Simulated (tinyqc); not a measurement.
# One level coupled to a phonon between two leads, self-consistent Born approximation, step by step

Numbers from tinyqc (`OMP_NUM_THREADS=1 python tinyqc.py 2720110 2720111 out.jsonl`; about 0.2 s on one thread of a shared Intel Xeon 2.30GHz). Printed values are rounded.

Wide-band leads with mu_L = +V/2 and mu_R = -V/2; phonons in equilibrium, Nq = 1/(exp(w0/kB T) - 1). Scattering links only energies that differ by w0, so a ladder E_k = E1 + k w0 closes on itself; terms that reach past its ends are dropped. Gn and Gp are the electron and hole parts of the spectral function A = Gn + Gp.

Values chosen for this exercise: temperature of leads and phonons T = 300 K; phonon energy w0 = 36 meV; level ed = -24 meV; coupling to the left lead GL = 23 meV; coupling to the right lead GR = 24 meV; electron-phonon matrix element M = 13 meV; bias V = 139 mV; rungs of the ladder shown nr = 6; lowest rung E1 = -103 meV.

Constants: q = 1.602176634e-19 C, kB = 1.380649e-23 J/K, Vt = kB T/q. Results are converted to the units shown.

Range of the model: The self-consistent Born approximation keeps only non-crossing phonon lines and no Hartree shift; it is rough once the coupling nears the phonon energy.

## The ladder and the first Green functions

|G|^2 = 1/[(E - ed)^2 + (GL + GR + Sin + Sout)^2/4], Gn = |G|^2 (GL fL + GR fR + Sin), Gp = |G|^2 (GL (1 - fL) + GR (1 - fR) + Sout), f = 1/(1 + exp((E - mu)/kB T)). On a single ladder the real part of the phonon self-energy, which needs all energies, is left out. At the start Sin = Sout = 0.

```
rung  E (meV)        fL          fR  Gn (1/meV)  Gp (1/meV)
0        -103  0.998736    0.785134  0.00615525  7.63383e-4
1         -67  0.994934    0.475843   0.0142858  0.00528737
2         -31  0.979915    0.184035   0.0448314   0.0333391
3           5  0.923789   0.0530612   0.0161641   0.0175700
4          41  0.750715   0.0137302  0.00368328  0.00615501
5          77  0.427976  0.00344674  9.23086e-4  0.00344769
```

Nq = 0.330571

## Iteration 1: scattering functions

Sin(E) = M^2 [(Nq + 1) Gn(E + w0) + Nq Gn(E - w0)], Sout(E) = M^2 [(Nq + 1) Gp(E - w0) + Nq Gp(E + w0)]. Nq = 1/(exp(w0/kB T) - 1).

```
rung  Sin (meV)  Sout (meV)
0       3.21239    0.295387
1       10.4250     2.03420
2       4.43286     2.17053
3       3.33282     7.84070
4       1.11060     4.14351
5      0.205772     1.38406
```

## Iteration 1: Green functions

|G|^2 = 1/[(E - ed)^2 + (GL + GR + Sin + Sout)^2/4], Gn = |G|^2 (GL fL + GR fR + Sin), Gp = |G|^2 (GL (1 - fL) + GR (1 - fR) + Sout), f = 1/(1 + exp((E - mu)/kB T)). On a single ladder the real part of the phonon self-energy, which needs all energies, is left out.

```
rung  Gn after iteration 1 (1/meV)  Gp after iteration 1 (1/meV)
0                       0.00654574                    7.96836e-4
1                        0.0163671                    0.00539016
2                        0.0409051                     0.0289518
3                        0.0153247                     0.0191579
4                       0.00381174                    0.00683580
5                       9.38905e-4                    0.00356380
```

## Iteration 2: scattering functions

As before.

```
rung  Sin (meV)  Sout (meV)
0       3.68040    0.301129
1       9.56388     1.79662
2       4.36039     2.28235
3       3.14236     6.89219
4       1.06727     4.50706
5      0.212948     1.53714
```

## Iteration 2: Green functions

As before.

```
rung  Gn after iteration 2 (1/meV)  Gp after iteration 2 (1/meV)
0                       0.00660224                    7.96279e-4
1                        0.0162443                    0.00536678
2                        0.0407546                     0.0290576
3                        0.0155135                     0.0189644
4                       0.00379642                    0.00689809
5                       9.39230e-4                    0.00357670
```

## Course of the iteration

Repeat until no Sin or Sout changes by more than 1e-9 meV.

Course of the iteration:
```
iteration  largest Sin + Sout (meV)  largest change (meV)
1                           12.4592                  10.4
2                           11.3605                 0.949
3                           11.3356                0.0428
4                           11.3373               9.57e-3
5                           11.3371               7.86e-4
6                           11.3371               2.07e-4
7                           11.3371               1.72e-5
8                           11.3371               4.58e-6
9                           11.3371               3.83e-7
10                          11.3371               1.02e-7
11                          11.3371               8.51e-9
12                          11.3371               2.26e-9
13                          11.3371              1.89e-10
```

Converged in 13 iterations; the change shrinks by about 0.15 a step.

## Currents on the rungs

```
rung  converged Gn (1/meV)  converged Gp (1/meV)
0               0.00659877            7.96200e-4
1                0.0162384            0.00536948
2                0.0407719             0.0290195
3                0.0155051             0.0189728
4               0.00379910            0.00689091
5               9.39140e-4            0.00357775
```

Spectral currents into the level: iL = GL [fL Gp - (1 - fL) Gn], iR = GR [fR Gp - (1 - fR) Gn].

```
rung        iL         iR     iL + iR
0     0.018098  -0.019026  -0.0009278
1     0.120980  -0.142955  -0.0219748
2     0.635208  -0.670268  -0.0350602
3     0.375940  -0.328217   0.0477236
4     0.097199  -0.087656   0.0095434
5     0.022862  -0.022166   0.0006959
```

sum of iL = 1.27029

On a single rung iL + iR need not vanish (largest 0.048), since phonons move electrons between rungs; summed over the ladder it does.
